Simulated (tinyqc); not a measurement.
Worked calculation: RKS/LDA (VWN5) in the sto-3g basis, for BeH2, spin multiplicity 1. One step of it, computed by the program tinyqc.

Task: Iteration 2: DIIS coefficients. Solve [B -1; -1 0][c; lambda] = [0; -1] for the coefficients, which sum to one.

B (overlaps of the stored error matrices):
```
               1              2
1  4.6357174e+01  5.6877247e-01
2  5.6877247e-01  3.6318884e-01
```

Give: DIIS coefficients.

Result:

DIIS coefficients: -0.005  1.005
